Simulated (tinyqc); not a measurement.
Worked calculation: sp3 tight binding, zinc-blende lattice. One step of it, computed by the program tinyqc.

Problem. Bloch Hamiltonian at k. Slater-Koster rules over the four bonds with direction cosines (l, m, n): ss V_ss; s-px l V_sp; px-s -l V_sp; px-px l^2 V_pps + (1 - l^2) V_ppp; px-py l m (V_pps - V_ppp); each times exp(i k.d).

Parameters chosen for this model: zinc-blende lattice, anion at 0, cation at a/4 (1,1,1); V = eta hbar^2 / (m d^2), hbar^2/m = 7.619964 eV angstrom^2:
```
parameter          value      unit
a               6.310000  angstrom
d               2.732310  angstrom
Es anion      -18.300000        eV
Ep anion       -9.690000        eV
Es cation      -9.240000        eV
Ep cation      -4.970000        eV
eta ss         -1.510000
eta sp          1.870000
eta pp sigma    2.750000
eta pp pi      -0.620000
V ss           -1.541239        eV
V sp            1.908686        eV
V pp sigma      2.806891        eV
V pp pi        -0.632826        eV
```

k point k (2 pi / a): 0.590000  0.040000  -0.320000

Give: H(k) at k.

Solution.

H(k) at k (eV):
```
                  a s             a px             a py            a pz
a s          -18.3000           0.0000           0.0000          0.0000
a px           0.0000          -9.6900           0.0000          0.0000
a py           0.0000           0.0000          -9.6900          0.0000
a pz           0.0000           0.0000           0.0000         -9.6900
c s   -3.2373+0.1491i  -0.0801+3.0828i  -1.6948+0.1456i  0.1940-1.2725i
c px   0.0801-3.0828i   1.0791-0.0497i  -0.2018+1.3240i  1.7634-0.1515i
c py   1.6948-0.1456i  -0.2018+1.3240i   1.0791-0.0497i  0.0833-3.2076i
c pz  -0.1940+1.2725i   1.7634-0.1515i   0.0833-3.2076i  1.0791-0.0497i

                  c s             c px             c py             c pz
a s   -3.2373-0.1491i   0.0801+3.0828i   1.6948+0.1456i  -0.1940-1.2725i
a px  -0.0801-3.0828i   1.0791+0.0497i  -0.2018-1.3240i   1.7634+0.1515i
a py  -1.6948-0.1456i  -0.2018-1.3240i   1.0791+0.0497i   0.0833+3.2076i
a pz   0.1940+1.2725i   1.7634+0.1515i   0.0833+3.2076i   1.0791+0.0497i
c s           -9.2400           0.0000           0.0000           0.0000
c px           0.0000          -4.9700           0.0000           0.0000
c py           0.0000           0.0000          -4.9700           0.0000
c pz           0.0000           0.0000           0.0000          -4.9700
```
